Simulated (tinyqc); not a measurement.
Worked calculation: six-band Luttinger-Kohn model with strain. Values are carried at full precision from step to step, so a last printed digit may differ when a step is redone from the rounded ones.

Constants: hbar^2/2m0 = 3.80998211 eV angstrom^2.

Parameters, chosen for this exercise (near those of Si; shifted at random, so the results belong to these values and not to a real crystal): C11 = 159.3 GPa; C12 = 61.1 GPa; C44 = 81.8 GPa; load = uniaxial [111] (kind of stress); X = -2.02 GPa (stress); Dso = 0.043 eV (spin-orbit splitting); g1 = 4.23 (Luttinger gamma1); g2 = 0.34 (gamma2); g3 = 1.45 (gamma3); av = 2.31 eV (valence hydrostatic potential); b = -2.04 eV (tetragonal shear potential); d = -4.54 eV (trigonal shear potential); k = (0.06, 0.027, 0.044) 1/angstrom (wave vector); kmax = 0.1 1/angstrom (end of the path).

## Strain from a uniaxial [111] stress

s11 = (C11 + C12)/((C11 - C12)(C11 + 2 C12)), s12 = -C12/((C11 - C12)(C11 + 2 C12)), s44 = 1/C44; exx = s11 sxx + s12 (syy + szz) and cyclic, exy = s44 sxy/2; tension is positive. A uniaxial stress X along the unit vector n is s_ij = X n_i n_j.

s11, s12, s44 (1/TPa): 7.9730  -2.2103  12.2249

strain tensor:
```
           x          y          z
x  -0.002392  -0.004116  -0.004116
y  -0.004116  -0.002392  -0.004116
z  -0.004116  -0.004116  -0.002392
```

The volume changes by -0.718 %; there is shear in the cubic axes, so d enters.

## The terms P, Q, R, S at one k

P = c g1 k^2 - av tr(e); Q = c g2 (kx^2 + ky^2 - 2 kz^2) - (b/2)(exx + eyy - 2 ezz); R = c sqrt3 [-g2 (kx^2 - ky^2) + 2i g3 kx ky] + (sqrt3/2) b (exx - eyy) - i d exy; S = 2 c sqrt3 g3 (kx - i ky) kz - d (exz - i eyz); c = hbar^2/2m0, e the strain tensor (not engineering shear).

Form the four terms.

Terms (eV):

| term | from k | from strain |
|---|---|---|
| P | 0.10097 | 0.01658 |
| Q | 0.00059 | 0.00000 |
| R | -0.00644+0.03100i | -0.01869i |
| S | 0.05052-0.02274i | -0.01869+0.01869i |

## The Hamiltonian

Six-band Luttinger-Kohn model in the basis |3/2,3/2>, |3/2,1/2>, |3/2,-1/2>, |3/2,-3/2>, |1/2,1/2>, |1/2,-1/2>, electron energies, zero at the top of the unstrained valence band. H = -[rows: (P+Q, -S, R, 0, -S/r2, r2 R); (-S*, P-Q, 0, R, -r2 Q, r32 S); (R*, 0, P-Q, S, r32 S*, r2 Q); (0, R*, S*, P+Q, -r2 R*, -S*/r2); (-S*/r2, -r2 Q, r32 S, -r2 R, P+Dso, 0); (r2 R*, r32 S*, r2 Q, -S/r2, 0, P+Dso)], r2 = sqrt(2), r32 = sqrt(3/2). Levels are twofold.

Each term is the sum of its two parts.

H(k) (eV):
```
                 3/2,3/2          3/2,1/2         3/2,-1/2         3/2,-3/2          1/2,1/2         1/2,-1/2
3/2,3/2          -0.1181   0.0318-0.0040i   0.0064-0.0123i                0   0.0225-0.0029i   0.0091-0.0174i
3/2,1/2   0.0318+0.0040i          -0.1170                0   0.0064-0.0123i           0.0008  -0.0390+0.0050i
3/2,-1/2  0.0064+0.0123i                0          -0.1170  -0.0318+0.0040i  -0.0390-0.0050i          -0.0008
3/2,-3/2               0   0.0064+0.0123i  -0.0318-0.0040i          -0.1181  -0.0091-0.0174i   0.0225+0.0029i
1/2,1/2   0.0225+0.0029i           0.0008  -0.0390+0.0050i  -0.0091+0.0174i          -0.1605                0
1/2,-1/2  0.0091+0.0174i  -0.0390-0.0050i          -0.0008   0.0225-0.0029i                0          -0.1605
```

## Levels and their make-up

Diagonalise H. The weights add +m and -m and are averaged over each pair; m is taken along z.

levels from the top, each twofold (eV): -0.0741  -0.1186  -0.2030

weights:
```
               top  second  third
|3/2,+-3/2>  0.377   0.430  0.193
|3/2,+-1/2>  0.507   0.245  0.248
|1/2,+-1/2>  0.116   0.325  0.558
```

The top pair is 51 % |3/2,+-1/2>, the second pair is 43 % |3/2,+-3/2> and the third pair is 56 % |1/2,+-1/2>.

## Band edges at k = 0
Diagonalise H at k = 0. The weights add +m and -m (m along z) and are averaged over each pair.

edges from the top (eV): 0.0374  -0.0489  -0.0812

weights at k = 0:
```
               top  second  third
|3/2,+-3/2>  0.409   0.500  0.091
|3/2,+-1/2>  0.409   0.500  0.091
|1/2,+-1/2>  0.182   0.000  0.818
```

The stress splits the top two pairs by 86.3 meV, 3.34 times kT at 300 K (25.85 meV); the third lies 118.6 meV below the top, against Dso = 43 meV without stress.

## Hole masses at the edges

Curvature at k = 0: m/m0 = -2 c h^2/(E(h u) + E(-h u) - 2 E(0)) with h = 0.0002 1/angstrom along the unit vector u.

Hole masses (m0):

| direction | top | second | third |
|---|---|---|---|
| [110] | 0.143 | 0.360 | 0.344 |
| [1-10] | 0.684 | 0.176 | 0.180 |
| [100] | 0.236 | 0.236 | 0.236 |
| [001] | 0.236 | 0.236 | 0.236 |

Of the directions listed, the top pair is lightest along [110] (0.143) and heaviest along [1-10] (0.684). These masses hold only for hole energies well below the splitting of 86 meV.

## Bands along [110] and [001]

Six points from 0 to kmax in each direction.

Levels (eV):

| direction | \|k\| (1/angstrom) | top | second | third | top, no stress | second, no stress |
|---|---|---|---|---|---|---|
| [110] | 0.000 | 0.0374 | -0.0489 | -0.0812 | 0.0000 | 0.0000 |
| [110] | 0.020 | 0.0269 | -0.0528 | -0.0862 | -0.0024 | -0.0098 |
| [110] | 0.040 | -0.0024 | -0.0606 | -0.1072 | -0.0075 | -0.0333 |
| [110] | 0.060 | -0.0414 | -0.0699 | -0.1554 | -0.0124 | -0.0630 |
| [110] | 0.080 | -0.0626 | -0.1025 | -0.2370 | -0.0166 | -0.1013 |
| [110] | 0.100 | -0.0688 | -0.1558 | -0.3517 | -0.0206 | -0.1500 |
| [001] | 0.000 | 0.0374 | -0.0489 | -0.0812 | 0.0000 | 0.0000 |
| [001] | 0.020 | 0.0310 | -0.0554 | -0.0877 | -0.0054 | -0.0074 |
| [001] | 0.040 | 0.0119 | -0.0744 | -0.1077 | -0.0216 | -0.0291 |
| [001] | 0.060 | -0.0191 | -0.1049 | -0.1428 | -0.0487 | -0.0628 |
| [001] | 0.080 | -0.0612 | -0.1459 | -0.1950 | -0.0866 | -0.1060 |
| [001] | 0.100 | -0.1138 | -0.1968 | -0.2656 | -0.1353 | -0.1580 |

## Checks

- Levels against the same model in the basis X, Y, Z times spin: they agree to 1e-10 or better.

Computed by tinyqc, a small Python program: `OMP_NUM_THREADS=1 python tinyqc.py 1080655 1080656 out.jsonl` (the numbers bound the seed that draws the inputs); one thread of a shared host (Intel(R) Xeon(R) Processor @ 2.30GHz), about 0.07 s for the whole set of steps.
